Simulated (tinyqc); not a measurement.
# Off-state leakage of single and stacked transistors: subthreshold current against the height of the stack

n-channel devices of unit width. Subthreshold current I(Vg, Vs, Vd) = I0 (T/300 K)^0.5 exp[(Vg - Vs - VT(T) - gb (Vs - Vb) + dd (Vd - Vs))/(nf Vt)] (1 - exp(-(Vd - Vs)/Vt)), VT(T) = VT - cT (T - 300 K). Gate-edge tunnelling Ig (Vd/1 V) exp(ag (Vd - 1 V)), for a gate at 0 V, and band-to-band leakage Ab u exp(-Bb/u), u = Vd - Vb + 1 V, flow at a drain held at V; both are taken as independent of T. In a stack of off transistors (all gates at 0 V) the same subthreshold current passes through each.

All n gates at 0 V, bottom source at 0 V, top drain at V; node voltages follow from equal currents.

Values chosen for this exercise; values of the order met in bulk silicon logic transistors: temperature T = 330 K; supply voltage V = 1 V; threshold at 300 K, zero drain and body bias VT = 0.42 V; fall of the threshold with temperature cT = 0.7 mV/K; current at threshold at 300 K I0 = 0.18 uA/um; slope factor nf = 1.4; drain-induced lowering per volt dd = 0.07; rise of the threshold per volt of source-body bias gb = 0.11; body voltage Vb = -0.6 V.

Constants: q = 1.602176634e-19 C, kB = 1.380649e-23 J/K, Vt = kB T/q. Results are converted to the units shown.

Subthreshold current against the height of the stack:
```
n	I (nA/um)	reduction factor	drain voltage of the bottom device (mV)	source voltage of the top device (mV)	voltage across the top device (V)
1	0.009270	1.000	1000	0	1.000
2	0.001561	5.938	60.10	60.10	0.9399
3	8.644e-4	10.72	20.96	80.05	0.9200
4	6.000e-4	15.45	13.01	92.36	0.9076
5	4.602e-4	20.14	9.473	101.3	0.8987
6	3.735e-4	24.82	7.460	108.4	0.8916
```

What does the comparison show?

The second transistor cuts the current by a factor of 5.94, the third by a further 1.81 and the sixth by 1.23. The top device keeps 89.2 % of the supply at n = 6, while the drain voltage of the bottom one falls to 0.262 Vt.

Program tinyqc, `OMP_NUM_THREADS=1 python tinyqc.py 2242073 2242074 out.jsonl`; Intel Xeon 2.30GHz, shared host, one thread, about 0.03 s.
